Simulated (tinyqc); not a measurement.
Three-level Kane dispersion of a narrow-gap semiconductor: sweeps and comparisons. A value that a table varies takes the place of the one given here.

Zero of energy at Gamma8, c = hbar^2/2m0, P^2 = Ep c. The free-electron term and remote bands are left out, so the heavy holes are flat at E = 0 and the other three bands obey E (E - Eg)(E + Dso) = P^2 k^2 (E + 2 Dso/3). The conduction band is the highest root; its edge is Ec = max(Eg, 0).

Degenerate electrons at T = 0: kF = (3 pi^2 n)^(1/3), 1 cm^-3 = 1e-24 angstrom^-3; EF is the highest root at kF. The momentum (cyclotron, optical) mass is m(E) = hbar^2 k/(dE/dk) = c d(k^2)/dE with d(k^2)/dE = k^2 [1/E + 1/(E - Eg) + 1/(E + Dso) - 1/(E + 2 Dso/3)]; the density of states is k d(k^2)/dE/(2 pi^2).

Edge mass m0* = Eg (Eg + Dso)/(Ep (Eg + 2 Dso/3)).
Constants: hbar^2/2m0 = 3.80998211 eV angstrom^2.

Values chosen for the exercise (near those of GaSb; not measured data): Eg = 0.848 eV (E(Gamma6) - E(Gamma8)); Dso = 0.78 eV (spin-orbit splitting); Ep = 27.9 eV (Kane energy); k = 0.025 1/angstrom (wave vector); n = 3.3e+16 cm^-3 (electron density).

## Filling the band

n from 1e15 to 1e19 cm^-3. The last column is the local power d ln(EF - Ec)/d ln n = kF^2/(1.5 (EF - Ec) d(k^2)/dE).

Results:

| n (cm^-3) | kF (1/angstrom) | EF - Ec (meV) | parabolic (meV) | m(EF) | m(EF)/m0* | power |
|---|---|---|---|---|---|---|
| 1.0e+15 | 0.00309 | 1.0 | 1.0 | 0.0362 | 1.00 | 0.666 |
| 1.0e+16 | 0.00667 | 4.7 | 4.7 | 0.0365 | 1.01 | 0.663 |
| 3.0e+16 | 0.00961 | 9.6 | 9.7 | 0.0369 | 1.02 | 0.660 |
| 1.0e+17 | 0.01436 | 21.2 | 21.7 | 0.0378 | 1.05 | 0.652 |
| 3.0e+17 | 0.02071 | 43.2 | 45.2 | 0.0395 | 1.09 | 0.639 |
| 1.0e+18 | 0.03094 | 91.9 | 100.8 | 0.0432 | 1.19 | 0.613 |
| 3.0e+18 | 0.04462 | 176.8 | 209.7 | 0.0496 | 1.37 | 0.577 |
| 1.0e+19 | 0.06665 | 343.9 | 467.9 | 0.0621 | 1.72 | 0.528 |

What can be read from the table?

The power falls from 0.666 to 0.528: 2/3 marks a parabola, 1/3 a linear band. The parabola is within 10 % up to n = 1.0e+18 cm^-3. The mass ends at 1.72 times its edge value. Side valleys are left out; where they lie low (GaSb, grey Sn: about 0.1 eV) they take the electrons long before the last rows.

## Closing and inverting the gap

Eg is varied at fixed k, Dso and Ep. Edge mass: Eg (Eg + Dso)/(Ep (Eg + 2 Dso/3)) for Eg > 0, 3 |Eg|/(2 Ep) for Eg < 0. The Gamma6 weight of the conduction state is 1/(1 + P^2 k^2 [(2/3)/E^2 + (1/3)/(E + Dso)^2]).

Results:

| Eg (eV) | m0* | highest root (eV) | middle (eV) | lowest (eV) | E - Ec (meV) | Gamma6 weight |
|---|---|---|---|---|---|---|
| -0.200 | 0.01075 | 0.1401 | -0.3009 | -0.8192 | 140.1 | 0.305 |
| -0.100 | 0.00538 | 0.1755 | -0.2419 | -0.8136 | 175.5 | 0.406 |
| -0.040 | 0.00215 | 0.2019 | -0.2110 | -0.8109 | 201.9 | 0.474 |
| -0.010 | 0.00054 | 0.2167 | -0.1969 | -0.8097 | 216.7 | 0.509 |
| 0.010 | 0.00053 | 0.2271 | -0.1881 | -0.8090 | 217.1 | 0.532 |
| 0.040 | 0.00210 | 0.2435 | -0.1756 | -0.8079 | 203.5 | 0.566 |
| 0.100 | 0.00509 | 0.2794 | -0.1534 | -0.8060 | 179.4 | 0.630 |
| 0.200 | 0.00976 | 0.3472 | -0.1239 | -0.8034 | 147.2 | 0.722 |

What does this show?

The edge mass vanishes with |Eg| from both sides, yet the kinetic energy at this k stays finite, at most 217.1 meV in the table; at Eg = 0 the two-level form, without the split-off band, gives the linear value sqrt(2/3) P k = 210.5 meV. The Gamma6 weight of the conduction state goes smoothly from 0.30 to 0.72 and is 0.51 and 0.53 in the two rows next to Eg = 0: at finite k nothing jumps at the inversion.

## What each parameter does

Edge mass, EF - Ec and m(EF). Each row changes one parameter from the base and keeps the others.

Results:

| case | m0* (m0) | EF - Ec (meV) | m(EF) (m0) |
|---|---|---|---|
| base | 0.03617 | 10.26 | 0.03696 |
| n = 6.6e+16 cm^-3 | 0.03617 | 16.19 | 0.03741 |
| Eg = 0.7208 eV | 0.03125 | 11.83 | 0.03217 |
| Dso = 0.897 eV | 0.03668 | 10.12 | 0.03747 |
| Ep = 23.715 eV | 0.04255 | 8.73 | 0.04334 |

What can be read from the table?

The largest shifts from the base row, up to three for each result and ties (the steps differ in size, so this ranks the rows, not the parameters). m0* (m0): Ep +0.00638, Eg -0.00492, Dso +0.00051; unchanged at the printed digits by n. EF - Ec (meV): n +5.93, Eg +1.57, Ep -1.53. m(EF) (m0): Ep +0.00638, Eg -0.00479, Dso +0.00051.

Run: tinyqc, `OMP_NUM_THREADS=1 python tinyqc.py 1081470 1081471 out.jsonl`; Intel(R) Xeon(R) Processor @ 2.30GHz, one thread, shared host; about 0.01 s of CPU time with all checks.
